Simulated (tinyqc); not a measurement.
# Worked calculation: capacitance of parallel on-chip lines from Laplace's equation on a mesh

Numbers from tinyqc (`OMP_NUM_THREADS=1 python tinyqc.py 2790169 2790170 out.jsonl`; about 1 s on one thread of a shared Intel Xeon 2.30GHz). Printed values are rounded.

Cross-section of an endless row of equal lines between two grounded planes; neighbours are driven in antiphase (+1 V and -1 V), so the plane midway between two lines is at 0 V. By symmetry one quarter is solved: x runs from the centre of a line (column 0, mirror) to that midplane (column 4, 0 V), y from the mid-height of the line (row 0, mirror) to the ground plane (row 4, 0 V). The line fills columns 0 to 1 and rows 0 to 1 at 1 V. Cells beside the line (below row 1) have e2, cells above have e1. Each link between nodes has the conductance g = mean permittivity of the two cells beside it (a cell beyond a mirror counts as 0), and the free nodes obey sum g (V_neighbour - V) = 0.

Parameters, values chosen for the exercise: relative permittivity above and below the lines e1 = 2.7; relative permittivity between the lines e2 = 2.4; over-relaxation factor om = 1.2.

Constants: eps0 = 8.8541878128e-12 F/m. Results are converted to the units shown.

## Link conductances

gx[j, i] joins node (row j, column i) to column i + 1, gy[j, i] to row j + 1.

gx:

|  | col 0 | col 1 | col 2 | col 3 |
|---|---|---|---|---|
| row 0 | 1.2 | 1.2 | 1.2 | 1.2 |
| row 1 | 2.55 | 2.55 | 2.55 | 2.55 |
| row 2 | 2.7 | 2.7 | 2.7 | 2.7 |
| row 3 | 2.7 | 2.7 | 2.7 | 2.7 |
| row 4 | 1.35 | 1.35 | 1.35 | 1.35 |

gy:

|  | col 0 | col 1 | col 2 | col 3 | col 4 |
|---|---|---|---|---|---|
| row 0 | 1.2 | 2.4 | 2.4 | 2.4 | 1.2 |
| row 1 | 1.35 | 2.7 | 2.7 | 2.7 | 1.35 |
| row 2 | 1.35 | 2.7 | 2.7 | 2.7 | 1.35 |
| row 3 | 1.35 | 2.7 | 2.7 | 2.7 | 1.35 |

## Iteration 1: relaxation sweep

V at the start (V):

|  | col 0 | col 1 | col 2 | col 3 | col 4 |
|---|---|---|---|---|---|
| row 0 | 1 | 1 | 0 | 0 | 0 |
| row 1 | 1 | 1 | 0 | 0 | 0 |
| row 2 | 0 | 0 | 0 | 0 | 0 |
| row 3 | 0 | 0 | 0 | 0 | 0 |
| row 4 | 0 | 0 | 0 | 0 | 0 |

One sweep visits the free nodes row by row from row 0, left to right, and replaces V by V + om (weighted mean of the neighbours - V), using new values at once.

V after sweep 1 (V):

|  | col 0 | col 1 | col 2 | col 3 | col 4 |
|---|---|---|---|---|---|
| row 0 | 1.00000 | 1.00000 | 0.30000 | 0.09000 | 0.00000 |
| row 1 | 1.00000 | 1.00000 | 0.38471 | 0.14082 | 0.00000 |
| row 2 | 0.30000 | 0.39000 | 0.23241 | 0.11197 | 0.00000 |
| row 3 | 0.09000 | 0.14400 | 0.11292 | 0.06747 | 0.00000 |
| row 4 | 0.00000 | 0.00000 | 0.00000 | 0.00000 | 0.00000 |

## Iteration 2: relaxation sweep

As before.

V after sweep 2 (V):

|  | col 0 | col 1 | col 2 | col 3 | col 4 |
|---|---|---|---|---|---|
| row 0 | 1.00000 | 1.00000 | 0.49782 | 0.21584 | 0.00000 |
| row 1 | 1.00000 | 1.00000 | 0.47969 | 0.21225 | 0.00000 |
| row 2 | 0.50100 | 0.48522 | 0.31046 | 0.15466 | 0.00000 |
| row 3 | 0.21870 | 0.21625 | 0.15567 | 0.07961 | 0.00000 |
| row 4 | 0.00000 | 0.00000 | 0.00000 | 0.00000 | 0.00000 |

## Course of the relaxation

Stop when no node changes by 1e-7 V. C = 4 eps0 sum g (difference of V along the link)^2, in aF/um.

Course of the iteration:

| sweep | C (aF/um) | largest change (V) |
|---|---|---|
| 1 | 146.749 | 0.390 |
| 2 | 123.689 | 0.201 |
| 3 | 121.122 | 0.0555 |
| 4 | 120.729 | 0.0249 |
| 5 | 120.684 | 8.93e-3 |
| 6 | 120.680 | 2.64e-3 |
| 7 | 120.679 | 9.12e-4 |
| 8 | 120.679 | 2.99e-4 |
| 9 | 120.679 | 9.78e-5 |
| 10 | 120.679 | 3.18e-5 |
| 11 | 120.679 | 1.05e-5 |
| 12 | 120.679 | 3.43e-6 |
| 13 | 120.679 | 1.12e-6 |
| 14 | 120.679 | 3.68e-7 |
| 15 | 120.679 | 1.21e-7 |
| 16 | 120.679 | 3.95e-8 |

Converged in 16 sweeps. Over the last four sweeps the change shrinks by about 0.33 a sweep. C comes down from above, since the solution minimises the energy.

## Capacitance per length

converged V (V):

|  | col 0 | col 1 | col 2 | col 3 | col 4 |
|---|---|---|---|---|---|
| row 0 | 1.00000 | 1.00000 | 0.59085 | 0.27086 | 0.00000 |
| row 1 | 1.00000 | 1.00000 | 0.54628 | 0.24628 | 0.00000 |
| row 2 | 0.59403 | 0.55134 | 0.36148 | 0.17371 | 0.00000 |
| row 3 | 0.27343 | 0.24984 | 0.17460 | 0.08708 | 0.00000 |
| row 4 | 0.00000 | 0.00000 | 0.00000 | 0.00000 | 0.00000 |

C = 4 eps0 sum g (difference of V)^2 over all links (twice the energy of the four quarters, line at 1 V). Plate estimate without fringing: eps0 [2 e1 w/hd + 2 e2 t/(s/2)], w = 2 hx, t = 2 hx, s/2 = 3 hx, hd = 3 hx.

C = 120.679 aF/um
plate estimate = 60.2085 aF/um

C depends on the shape only, not on the mesh step hx. Meshes 6, 12 and 24 times finer extrapolate (Aitken) to 111.8 aF/um; this mesh is 7.9 % above that, and the plate estimate is 46 % below it.
